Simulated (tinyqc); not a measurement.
Ten-year voltage from two stress tests.

Inverse problem. Lifetimes follow tau = t0 exp(B/Vd). Ten years are 3.15576e8 s. Find B, t0 and the drain voltage for ten years.

lifetimes at Vd = 2.8 and 3.1 V (s): 71000  1202.42321

Answer. ln(tau) is linear in 1/Vd.

B = 118.0 V
t0 = 3.539e-14 s
ten-year voltage = 2.335 V

Program tinyqc, `OMP_NUM_THREADS=1 python tinyqc.py 2550073 2550074 out.jsonl`; Intel Xeon 2.30GHz, shared host, one thread, about 0.01 s.
